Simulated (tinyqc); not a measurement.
# Worked calculation: short-channel transistor, virtual-source model with series resistance

tinyqc, about 0.01 s, one thread, Intel Xeon 2.30GHz (shared host): `OMP_NUM_THREADS=1 python tinyqc.py 2380074 2380075 out.jsonl` Printed values are rounded.

The current per gate width is the charge at the top of the source barrier (the virtual source) times its velocity times a saturation function; al and be are fitting constants of the model. Units: I in uA/um, Rs in ohm um, so I Rs = 1e-6 I Rs in volts; Q in uC/cm^2, so I = 1e-4 Q vx0 Fsat with vx0 in cm/s.

Values chosen for this exercise: temperature T = 300 K; inversion capacitance Cinv = 1.67 uF/cm^2; velocity at the virtual source vx0 = 2.24e7 cm/s; apparent mobility mu = 990 cm^2/(V s); channel length L = 25 nm; threshold at zero drain voltage VT0 = 0.36 V; drain-induced barrier lowering dl = 0.037 V/V; subthreshold factor n0 = 1.47; growth of n with drain voltage nd = 0 1/V; threshold shift (in units of Vt) from weak to strong inversion al = 3.5; sharpness of saturation be = 1.4; series resistance of each contact Rs = 90 ohm um; gate voltage Vgs = 0.75 V; drain voltage Vds = 0.75 V.

Constants: q = 1.602176634e-19 C, kB = 1.380649e-23 J/K, Vt = kB T/q. Results are converted to the units shown.

## Iteration 1: current through the series resistance

I at the start = 0 uA/um

Intrinsic voltages Vg' = Vgs - I Rs, Vd' = Vds - 2 I Rs. n = n0 + nd Vd', VT = VT0 - dl Vd', Ff = 1/(1 + exp((Vg' - VT + al Vt/2)/(al Vt))), Q = Cinv n Vt ln(1 + exp((Vg' - VT + al Vt Ff)/(n Vt))), Vdsat = (vx0 L/mu)(1 - Ff) + Vt Ff, Fsat = u/(1 + u^be)^(1/be) with u = Vd'/Vdsat, and I(out) = Q vx0 Fsat per width. (Fsat takes the sign of u.) Newton step: I(new) = I + (I(out) - I)/(1 - s), s = dI(out)/dI by a central difference with +/- 0.001 uA/um.

Vg' = 0.75 V
Vd' = 0.75 V
VT = 0.332250 V
Ff = 0.00595862
Q = 0.698544 uC/cm^2
Vdsat = 0.0563826 V
Fsat = 0.981354
I(out) = 1535.56 uA/um
s = -0.362183
I after iteration 1 = 1127.28 uA/um

## Iteration 2: current through the series resistance

As before.

Vg' = 0.648545 V
Vd' = 0.547089 V
VT = 0.339758 V
Ff = 0.0195950
Q = 0.518653 uC/cm^2
Vdsat = 0.0559638 V
Fsat = 0.971643
I(out) = 1128.84 uA/um
s = -0.358644
I after iteration 2 = 1128.43 uA/um

## Iteration 3: current through the series resistance

As before.

Vg' = 0.648442 V
Vd' = 0.546883 V
VT = 0.339765 V
Ff = 0.0196186
Q = 0.518472 uC/cm^2
Vdsat = 0.0559631 V
Fsat = 0.971629
I(out) = 1128.43 uA/um
s = -0.358638
I after iteration 3 = 1128.43 uA/um

## Course of the iteration: current through the series resistance

Stop when I changes by less than 1e-7 uA/um, or after 80 iterations.

Course of the iteration:
```
iteration	I (uA/um)	|change| (uA/um)
1	1127.28	1130
2	1128.43	1.15
3	1128.43	2.73e-6
4	1128.43	< 1e-9
```

Converged in 4 iterations. The change falls from 1100 in the first iteration to below the tolerance in the last.

## What the series resistance costs

converged I = 1128.43 uA/um
I0 = 1535.56 uA/um

Intrinsic voltages Vg' = Vgs - I Rs, Vd' = Vds - 2 I Rs. n = n0 + nd Vd', VT = VT0 - dl Vd', Ff = 1/(1 + exp((Vg' - VT + al Vt/2)/(al Vt))), Q = Cinv n Vt ln(1 + exp((Vg' - VT + al Vt Ff)/(n Vt))), Vdsat = (vx0 L/mu)(1 - Ff) + Vt Ff, Fsat = u/(1 + u^be)^(1/be) with u = Vd'/Vdsat, and I = Q vx0 Fsat per width. I0 is the current for Rs = 0. Effective velocity I/Q; transit time L Q/I.

loss against I0 = 26.5138 %
effective velocity = 2.17645e7 cm/s
transit time = 0.114866 ps

The carriers leave the virtual source at 97.2 % of vx0: the device is in saturation.
